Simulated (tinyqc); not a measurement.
Dose and depth of a threshold implant.

Inverse problem. A sheet of D acceptors per cm^2 lies at depth xi inside the depleted layer of a body doped Na. In the depletion approximation VT = Vfb + f2 + q D/Cox + gamma sqrt(f2 + Vsb - q D xi/(eps0 eps_r)), gamma = sqrt(2 eps0 eps_r q Na)/Cox, Cox = eps0 eox/tox. Find gamma, D and xi.

Values chosen for this exercise; band and dielectric values close to those of silicon:
- eps_r = 11.8 (relative permittivity)
- Na = 4.8e16 cm^-3 (acceptor density deep in the body)
- eox = 3.9 (relative permittivity of the gate insulator (close to silicon dioxide))
- tox = 11 nm (insulator thickness)
- Vfb = -0.3 V (flat-band voltage)
- f2 = 0.812 V (band bending 2 phiF at threshold)

Constants: q = 1.602176634e-19 C, eps0 = 8.8541878128e-14 F/cm where lengths are in cm. Results are converted to the units shown.

VT against the source at Vsb = 0 and 2.9 V (V): [1.2142394, 1.6681639]

Answer. With y^2 = f2 - q D xi/(eps0 eps_r) and d the difference of the thresholds over gamma, sqrt(y^2 + Vsb) - y = d gives y = (Vsb - d^2)/(2 d). The first threshold then gives D, and y^2 gives xi.

gamma = 0.4038 V^0.5
D = 8.000e11 cm^-2
xi = 23.00 nm

Computed by the program tinyqc: `OMP_NUM_THREADS=1 python tinyqc.py 2080052 2080053 out.jsonl`, one thread of a shared Intel Xeon 2.30GHz, about 0.4 s for the whole run.
